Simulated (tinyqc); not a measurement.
# Read current of a NAND string, cells in series solved by shooting: effects of single changes

Cells in series, numbered from 0 at the source line (0 V) to the bit line, each followed by a gap resistance Rg. A cell with gate Vg, threshold VT, source Vs and drain Vd passes I = 2 nf K Vt^2 [F(Vs) - F(Vd)]/(1 + th max(Vg - VT, 0)), F(V) = ln^2(1 + exp((Vg - VT - nf V)/(2 nf Vt))). The selected cell has Vg = Vr, the others Vg = Vp.

Parameters, values chosen for the exercise; values of the order met in vertical NAND strings: temperature T = 358 K; gain factor of a cell K = 3.1 uA/V^2; slope factor nf = 1.7; mobility reduction factor th = 0.17 1/V; resistance of the gap between cells Rg = 8.8 kohm; bit-line voltage Vbl = 0.4 V; pass voltage Vp = 6.1 V; threshold of an erased cell Ve = -2.3 V; threshold of the highest state Vh = 3.7 V; threshold of the selected cell Vx = 0.5 V; sensing current Is = 10 nA; read voltage on the selected word line Vr = 1.17 V.

Constants: q = 1.602176634e-19 C, kB = 1.380649e-23 J/K, Vt = kB T/q. Results are converted to the units shown.

Each table varies one quantity; the others keep the values above.

## Read current against the number of cells

For a trial current I start at 0 V and, cell by cell, solve for the drain: sqrt(F(Vd)) = sqrt(F(Vs) - I/k), k = 2 nf K Vt^2/(1 + th max(Vg - VT, 0)), Vd = [Vg - VT - 2 nf Vt ln(exp(sqrt F) - 1)]/nf, then add I Rg. The string current is the I for which the last node reaches Vbl. The apparent threshold is the Vr at which I = Is. Background: all other cells erased (VT = Ve) or all in the highest state (VT = Vh); ratio and shift are high over erased and high minus erased. The selected cell is in the middle, cell n/2.

Read current against the number of cells:
columns A: n; B: I, others erased (uA); C: I, others high (uA); D: ratio; E: apparent VT, erased (V); F: apparent VT, high (V); G: background shift (mV)
```
A          B        C       D       E       F      G
8     0.2089   0.1455  0.6965  0.5644  0.5710  6.655
16    0.1459  0.08807  0.6037  0.5714  0.5848  13.38
32   0.09051  0.04886  0.5398  0.5855  0.6126  27.04
64   0.05129  0.02578  0.5027  0.6138  0.6691  55.30
96   0.03576  0.01751  0.4895  0.6422  0.7275  85.36
128  0.02745  0.01325  0.4828  0.6706  0.7926  121.9
```

Read the table: what changes, and by how much?

With erased neighbours the current falls from 0.209 to 0.0274 uA, as n^(-0.52) between the first two rows and n^(-0.92) between the last two (-1 once the series resistance rules). The ratio falls from 0.696 to 0.483 and the background shift rises from 6.65 to 122 mV.

## Effect of the position of the selected cell

Same model as above.

The string has 32 cells, numbered from the source.

Effect of the position of the selected cell:
columns A: j; B: I, others erased (uA); C: I, others high (uA); D: ratio; E: apparent VT, erased (V); F: apparent VT, high (V); G: background shift (mV)
```
A         B        C       D       E       F         G
0    0.1027  0.05156  0.5020  0.5573  0.5573  0.006363
4    0.1006  0.05116  0.5083  0.5644  0.5710     6.661
9   0.09728  0.05047  0.5188  0.5732  0.5883     15.08
13  0.09376  0.04967  0.5298  0.5802  0.6021     21.89
18  0.08803  0.04816  0.5470  0.5890  0.6195     30.50
22  0.08242  0.04626  0.5613  0.5961  0.6336     37.48
27  0.07478  0.04278  0.5721  0.6049  0.6512     46.30
31  0.06889  0.03944  0.5725  0.6120  0.6655     53.44
```

From the source end to the bit-line end the apparent VT with high neighbours rises from 0.5573 to 0.6655 V and the background shift rises from 0.00636 to 53.4 mV. Cells and gaps on the source side raise the source of the selected cell, which costs nf times that voltage in gate drive; those on the drain side only lower its drain voltage.

Computed by the program tinyqc: `OMP_NUM_THREADS=1 python tinyqc.py 2142233 2142234 out.jsonl`, one thread of a shared Intel Xeon 2.30GHz, about 0.4 s for the whole run.
